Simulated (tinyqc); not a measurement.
MOS capacitor with interface traps: C-V stretch-out, conductance peak and subthreshold swing: one step, computed by the program tinyqc.

Energies at the interface are counted from the valence band. psi > 0 means bending towards depletion, so the surface potential is -psi. Boltzmann statistics, full ionisation, no quantum confinement. Traps are neutral when filled up to E_n, with a sharp (zero-temperature) occupation.

Task: Substrate and insulator. N_c = 2 M_c (2 pi m_e k_B T/h^2)^(3/2) and N_v = 2 (2 pi m_h k_B T/h^2)^(3/2), masses in units of m_0. n_i = sqrt(N_c N_v) exp(-E_g/2 k_B T); E_F = E_g - k_B T ln(N_c/N); phi_B = (k_B T/e) ln(N/n_i); L_D = sqrt(eps_s eps_0 k_B T/(e^2 N)); C_ox = eps_ox eps_0/t_ox.

Inputs (values chosen for the exercise, modelled on InP, with an insulator like Al2O3):

| quantity | value | unit |
|---|---|---|
| gap E_g | 1.36 | eV |
| electron mass m_e | 0.0817 | m_0 |
| valleys M_c | 1 | - |
| hole mass m_h | 0.589 | m_0 |
| dielectric constant eps_s | 12.7 | - |
| doping N | 2.9e+15 | cm^-3 |
| insulator constant eps_ox | 8.76 | - |
| insulator thickness t_ox | 22 | nm |
| temperature T | 400 | K |

Substrate: n-type. Trap spectrum: flat plus a Gaussian peak.

Constants: m_0 = 9.1093837015e-31 kg; k_B = 1.380649e-23 J/K; h = 6.62607015e-34 J s; k_B = 8.617333262e-05 eV/K; eps_0 = 8.8541878128e-12 F/m; e = 1.602176634e-19 C.

Give: k_B T; n_i; bulk E_F; phi_B; Debye length L_D; C_ox; effective density of states of the majority band.

Result:

k_B T = 0.03447 eV

n_i = 1.074e+10 cm^-3

bulk E_F = 1.162 eV

phi_B = 0.4311 V

Debye length L_D = 91.34 nm

C_ox = 0.3526 microF/cm^2

effective density of states of the majority band = 9.022e+17 cm^-3
